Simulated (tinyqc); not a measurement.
From results back to parameters: finite square well with mass mismatch (envelope functions). Three cases, with inputs chosen for the exercise.

Problem. The lowest level of this well was computed from a hidden depth V0.

A square well of width L and depth V0, mass mw inside and mb outside, energies from the bottom of the well, c = hbar^2/2m0. k = sqrt(mw E/c), kappa = sqrt(mb (V0 - E)/c). psi and psi'/m are continuous at the walls (BenDaniel-Duke), so level n solves k L + 2 atan[(k/mw)/(kappa/mb)] = n pi.

Constants: hbar^2/2m0 = 3.80998211 eV angstrom^2.

Case 1.

Values chosen (out of a larger set: near those of the light valleys of a Si film in SiO2; not measured data): L = 31 angstrom (well width); mw = 0.189 m0 (mass in the well); mb = 0.483 m0 (mass in the barrier).

E1 = 0.131991 eV

Case 2.

Values chosen (out of a larger set: near those of a strained Si well in SiGe; not measured data): L = 68 angstrom (well width); mw = 0.914 m0 (mass in the well); mb = 0.935 m0 (mass in the barrier).

E1 = 0.006803 eV

Case 3.

Values chosen (out of a larger set: near those of an InGaAs well in InAlAs; not measured data): L = 172 angstrom (well width); mw = 0.041 m0 (mass in the well); mb = 0.0759 m0 (mass in the barrier).

E1 = 0.021353 eV

Find: k; kappa; V0.

Solution. For n = 1 the condition reads kappa = (mb/mw) k tan(kL/2); then V0 = E1 + c kappa^2/mb.

Case 1.

k = 0.08092 1/angstrom
kappa = 0.6312 1/angstrom
V0 = 3.275 eV

Case 2.

k = 0.04040 1/angstrom
kappa = 0.2068 1/angstrom
V0 = 0.181 eV

Case 3.

k = 0.01516 1/angstrom
kappa = 0.1025 1/angstrom
V0 = 0.549 eV

Computed by tinyqc, one run a case: `OMP_NUM_THREADS=1 python tinyqc.py N N+1 out.jsonl` with N = 1280020, 1280055, 1280101; one thread of a shared Intel(R) Xeon(R) Processor @ 2.30GHz, about 0.01 s a run at most.
